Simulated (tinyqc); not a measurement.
Empirical pseudopotential in a few plane waves, step by step. One step of it, computed by the program tinyqc.

Task: Bloch Hamiltonian at k. Basis: the 15 shortest G (labels in 2 pi/a), the same at every k. H(G,G') = c |k + G|^2 delta + VS(|G-G'|^2) cos((G-G').tau) + i VA sin((G-G').tau), tau = a/8 (1,1,1); 1 Ry = 13.605693 eV.

Parameters chosen for this model: fcc lattice, atoms at +/- a/8 (1,1,1); form factors in rydberg at |G|^2 in units of (2 pi/a)^2:

| parameter | value | unit |
|---|---|---|
| a | 5.660000 | angstrom |
| VS(3) | -0.191000 | Ry |
| VS(8) | 0.017000 | Ry |
| VS(11) | 0.089000 | Ry |
| VA(3) | 0 | Ry |
| VA(4) | 0 | Ry |
| VA(11) | 0 | Ry |
| hbar^2/2m (2 pi/a)^2 | 4.695154 | eV |

k point k (2 pi / a): 0.160000  -0.300000  0.270000

Give: H(k) at k.

Result:

H(k) at k (eV):
```
         +0+0+0   -1-1-1   -1-1+1   -1+1-1   -1+1+1   +1-1-1   +1-1+1   +1+1-1
+0+0+0   0.8850   1.8375  -1.8375  -1.8375  -1.8375  -1.8375  -1.8375  -1.8375
-1-1-1   1.8375  13.7498   0.0000   0.0000  -0.2313   0.0000  -0.2313  -0.2313
-1-1+1  -1.8375   0.0000  18.8205   0.2313   0.0000   0.2313   0.0000   0.0000
-1+1-1  -1.8375   0.0000   0.2313   8.1156   0.0000   0.2313   0.0000   0.0000
-1+1+1  -1.8375  -0.2313   0.0000   0.0000  13.1863   0.0000   0.2313   0.2313
+1-1-1  -1.8375   0.0000   0.2313   0.2313   0.0000  16.7547   0.0000   0.0000
+1-1+1  -1.8375  -0.2313   0.0000   0.0000   0.2313   0.0000  21.8254   0.2313
+1+1-1  -1.8375  -0.2313   0.0000   0.0000   0.2313   0.0000   0.2313  11.1205
+1+1+1   1.8375   0.0000  -0.2313  -0.2313   0.0000  -0.2313   0.0000   0.0000
-2+0+0   0.0000  -1.8375  -1.8375  -1.8375   1.8375   0.8562  -0.8562  -0.8562
+0-2+0   0.0000  -1.8375  -1.8375   0.8562  -0.8562  -1.8375   1.8375  -0.8562
+0+0-2   0.0000  -1.8375   0.8562  -1.8375  -0.8562  -1.8375  -0.8562   1.8375
+0+0+2   0.0000  -0.8562   1.8375  -0.8562  -1.8375  -0.8562  -1.8375   0.8562
+0+2+0   0.0000  -0.8562  -0.8562   1.8375  -1.8375  -0.8562   0.8562  -1.8375
+2+0+0   0.0000  -0.8562  -0.8562  -0.8562   0.8562   1.8375  -1.8375  -1.8375

         +1+1+1   -2+0+0   +0-2+0   +0+0-2   +0+0+2   +0+2+0   +2+0+0
+0+0+0   1.8375   0.0000   0.0000   0.0000   0.0000   0.0000   0.0000
-1-1-1   0.0000  -1.8375  -1.8375  -1.8375  -0.8562  -0.8562  -0.8562
-1-1+1  -0.2313  -1.8375  -1.8375   0.8562   1.8375  -0.8562  -0.8562
-1+1-1  -0.2313  -1.8375   0.8562  -1.8375  -0.8562   1.8375  -0.8562
-1+1+1   0.0000   1.8375  -0.8562  -0.8562  -1.8375  -1.8375   0.8562
+1-1-1  -0.2313   0.8562  -1.8375  -1.8375  -0.8562  -0.8562   1.8375
+1-1+1   0.0000  -0.8562   1.8375  -0.8562  -1.8375   0.8562  -1.8375
+1+1-1   0.0000  -0.8562  -0.8562   1.8375   0.8562  -1.8375  -1.8375
+1+1+1  16.1912  -0.8562  -0.8562  -0.8562  -1.8375  -1.8375  -1.8375
-2+0+0  -0.8562  16.6608   0.2313   0.2313  -0.2313  -0.2313   0.0000
+0-2+0  -0.8562   0.2313  25.2998   0.2313  -0.2313   0.0000  -0.2313
+0+0-2  -0.8562   0.2313   0.2313  14.5949   0.0000  -0.2313  -0.2313
+0+0+2  -1.8375  -0.2313  -0.2313   0.0000  24.7364   0.2313   0.2313
+0+2+0  -1.8375  -0.2313   0.0000  -0.2313   0.2313  14.0315   0.2313
+2+0+0  -1.8375   0.0000  -0.2313  -0.2313   0.2313   0.2313  22.6705
```
